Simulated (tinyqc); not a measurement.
Field-effect mobility of a thin-film transistor with band-tail and deep states (multiple trapping): one step, computed by the program tinyqc. Command: `OMP_NUM_THREADS=1 python tinyqc.py 3010054 3010055 out.jsonl tft walk`. One thread of a shared host (Intel(R) Xeon(R) Processor @ 2.30GHz), about 0.04 s of CPU time with the checks.

A thick film in accumulation at small drain voltage. Only free electrons move; trapped ones still screen the gate. N_c and mu_0 are held fixed when T changes, leaving out the T^(3/2) growth of N_c. x = E_0 - psi is the distance of the Fermi level below the band edge.

Problem. Free and trapped densities. F_j(eta) = int_0^infinity x^j/(1 + exp(x - eta)) dx, without a gamma-function factor. Integrals over x = E/(k_B T) use 160 Gauss-Legendre points in u = sqrt(x) from 0 to sqrt(max(eta, 0) + 32). Free n(x) = N_c (2/sqrt(pi)) F_1/2(-x/k_B T), with F_1/2 from its two-term series in exp(-x/k_B T) for x >= 12 k_B T; tail n_t(x) = int_0^1.2eV g_t exp(-E/E_t)/(1 + exp((x - E)/k_B T)) dE, E counted down from the edge, 120 Gauss-Legendre points; deep charge g_d psi; space charge rho(psi) = n + n_t + g_d psi less its value at psi = 0.

Inputs (values chosen for the exercise, modelled on an amorphous In-Ga-Zn oxide):

| quantity | value | unit |
|---|---|---|
| effective density of states N_c | 4.6e+18 | 1/cm^3 |
| tail density at the edge g_t | 2.5e+19 | 1/(eV cm^3) |
| tail width E_t | 21 | meV |
| temperature T | 350 | K |

Deep states: included.

Constants: k_B = 8.617333262e-05 eV/K.

Give: Local densities at x = 0.4, 0.3, 0.2, 0.15, 0.1, 0.05, 0 and -0.05 eV.

Solution.

Local densities at x = 0.4, 0.3, 0.2, 0.15, 0.1, 0.05, 0 and -0.05 eV:

| x (eV) | n (1/cm^3) | n_t (1/cm^3) | n/(n + n_t) |
|---|---|---|---|
| 0.40 | 7.9985e+12 | 2.9927e+12 | 0.72772 |
| 0.30 | 2.2026e+14 | 8.1261e+13 | 0.73050 |
| 0.20 | 6.0629e+15 | 2.1049e+15 | 0.74229 |
| 0.15 | 3.1754e+16 | 1.0114e+16 | 0.75843 |
| 0.10 | 1.6494e+17 | 4.3844e+16 | 0.79000 |
| 0.05 | 8.2298e+17 | 1.5146e+17 | 0.84457 |
| 0.00 | 3.5197e+18 | 3.4059e+17 | 0.91177 |
| -0.05 | 1.0798e+19 | 4.7297e+17 | 0.95804 |

E_t/k_B T = 0.70: the tail is narrower than about k_B T, so deep in the gap n_t roughly follows n, and the free share changes far less than n does.
